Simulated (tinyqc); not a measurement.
Long-channel MOSFET, surface-potential model: one step of the calculation.

n-channel transistor on a uniformly doped p-type body, gradual-channel approximation, constant mobility, Boltzmann statistics, full ionisation. Potentials are counted from the neutral body; V is the electron quasi-Fermi potential, Vsb at the source and Vsb + Vds at the drain. Charges are magnitudes per area.

Problem. Charges and current of the charge-sheet model. psi_0 and psi_L solve Vgs + Vsb - Vfb - psi = gamma sqrt(G) at V = Vsb and Vsb + Vds. Qi = Cox gamma [sqrt(G) - sqrt(psi - Vt)], G = psi - Vt + Vt exp((psi - 2 phiF - V)/Vt), at both ends. With U = Vgs + Vsb - Vfb: drift = mu (W/L) Cox [U (psi_L - psi_0) - (psi_L^2 - psi_0^2)/2 - (2/3) gamma ((psi_L - Vt)^1.5 - (psi_0 - Vt)^1.5)]; diffusion = mu (W/L) Vt (Qi0 - QiL).

Inputs (values chosen for the exercise); material values those of a made-up semiconductor:
```
symbol  value        unit                   meaning
T         300           K               temperature
Vfb     -0.85           V         flat-band voltage
mu        130  cm^2/(V s)          channel mobility
W           2          um                gate width
L           5          um               gate length
Vsb         0           V  source-body reverse bias
Vgs      0.32           V       gate-source voltage
Vds       0.2           V      drain-source voltage
```

Constants: q = 1.602176634e-19 C, kB = 1.380649e-23 J/K, Vt = kB T/q. Results are converted to the units shown.

psi_0 = 0.98533020 V
psi_L = 1.0882835 V
phiF = 0.42442383 V
Cox = 1.3758046 uF/cm^2
gamma = 0.075185372 V^0.5

Wanted: Qi0; QiL; drift current; diffusion current; drain current.

Solution.

Qi0 = 152.75 nC/cm^2
QiL = 5.8054 nC/cm^2
drift current = 0.42429 uA
diffusion current = 0.19753 uA
drain current = 0.62182 uA

Drift carries 68.2 % of the current.

Numbers from tinyqc (`OMP_NUM_THREADS=1 python tinyqc.py 2360116 2360117 out.jsonl`; about 0.05 s on one thread of a shared Intel Xeon 2.30GHz).
